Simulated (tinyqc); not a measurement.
## Sub-threshold conduction and electro-thermal threshold of an amorphous chalcogenide: resistance drift

Trap-limited conduction: I = I0 exp(-Ea/kB T) sinh(q V dz/(2 ua kB T)), I0 = 2 q A Nt dz/ta. One lumped temperature T = T0 + Rt I V. The threshold is the largest V for which a steady state exists on the low-current branch.

The low-field resistance drifts as R = R0 (t/1 s)^nu, R0 = 2 ua kB T0 exp(Ea/kB T0)/(q dz I0). Read as a growth of Ea, this is dEa = nu kB T0 ln(t/1 s).

Values chosen for this exercise; values of the order of Ge-Sb-Te and related chalcogenides:
- T0 = 330 K (ambient temperature)
- A = 430 nm^2 (cross-section)
- ua = 22 nm (amorphous thickness)
- dz = 4.5 nm (distance between traps)
- Ea = 0.36 eV (activation energy)
- Nt = 3e19 cm^-3 (trap density)
- ta = 1e-14 s (attempt time)
- nu = 0.11 (drift exponent)

Constants: q = 1.602176634e-19 C, kB = 1.380649e-23 J/K. Results are converted to the units shown.

Result of one run:

| t (s) | R (Mohm) | R/R0 | dEa (meV) |
|---|---|---|---|
| 0.001 | 22.01 | 0.4677 | -21.61 |

What becomes of these results when the time after the reset t is changed from 0.001 to 100 s, all else the same?

Result of the changed run:

| t (s) | R (Mohm) | R/R0 | dEa (meV) |
|---|---|---|---|
| 100 | 78.08 | 1.660 | 14.41 |

The whole series:

| t (s) | R (Mohm) | R/R0 | dEa (meV) |
|---|---|---|---|
| 0.001 | 22.01 | 0.4677 | -21.61 |
| 0.1 | 36.52 | 0.7762 | -7.203 |
| 1 | 47.05 | 1.000 | 0 |
| 100 | 78.08 | 1.660 | 14.41 |
| 10000 | 129.6 | 2.754 | 28.81 |
| 1e6 | 215.0 | 4.571 | 43.22 |
| 3e8 | 402.7 | 8.560 | 61.06 |

R grows by a factor of 1.29 a decade and 8.56 from 1 s to 3e8 s. A level that lies a factor of 3 below a fixed read threshold at 1 s reaches it after 21800 s.

Range of the model: Purely electronic switching mechanisms, filaments and series resistance are left out.

Computed by the program tinyqc: `OMP_NUM_THREADS=1 python tinyqc.py 2490033 2490034 out.jsonl`, one thread of a shared Intel Xeon 2.30GHz, about 0.01 s for the whole run.
